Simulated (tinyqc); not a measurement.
Liquidus of a compound AB in a simple-solution melt, liquid-phase epitaxy and vapour pressures: one step, computed by the program tinyqc.

x is the atom fraction of B in the melt. The melt is a simple solution: R T ln gamma_B = W (1 - x)^2, R T ln gamma_A = W x^2, W = a + b T. The solid AB is stoichiometric.

Task: Layer thickness. Semi-infinite melt (Hsieh): step d = 2 dT sqrt(D t/pi)/(C_S m); ramp d = (4/3) c sqrt(D/pi) t^(3/2)/(C_S m); supercooling is their sum. A melt of depth w can give at most w (undercooling)/(C_S m).

Inputs (values chosen for the exercise, for a model compound):
```
quantity                     value    unit
saturation temperature T      1010       K
step dT                        3.4       K
cooling rate c                 1.6   K/min
growth time t                 0.82     min
diffusivity in the melt D  8.7e-05  cm^2/s
melt depth w                   7.4      mm
```

Growth programme: step cooling.

C_S = 1.978644e+22 1/cm^3

slope m = 1.269474e-19 K cm^3

Give: thickness d; largest thickness from this melt; sqrt(D t)/w.

Result:

thickness d = 0.9993 micrometre

largest thickness from this melt = 10.02 micrometre

sqrt(D t)/w = 0.08841

The layer uses 10 % of what the melt could give.
